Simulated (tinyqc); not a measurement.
Worked calculation: plane-wave Kohn-Sham cycle with exchange-only LDA in a layered model solid. One step of it, computed by the program tinyqc.

Task: Iteration 1: levels at that k. Diagonalise the Hermitian matrix.

H (hartree), lower triangle:
```
           -3         -2         -1         +0         +1         +2        +3
-3   0.531079
-2  -0.215000   0.155009
-1   0.000000  -0.215000  -0.070634
+0   0.000000   0.000000  -0.215000  -0.145848
+1   0.000000   0.000000   0.000000  -0.215000  -0.070634
+2   0.000000   0.000000   0.000000   0.000000  -0.215000   0.155009
+3   0.000000   0.000000   0.000000   0.000000   0.000000  -0.215000  0.531079
```

Give: eigenvalues.

Result:

eigenvalues (hartree): -0.4535  -0.2187  -0.0073  0.1933  0.2869  0.6409  0.6435
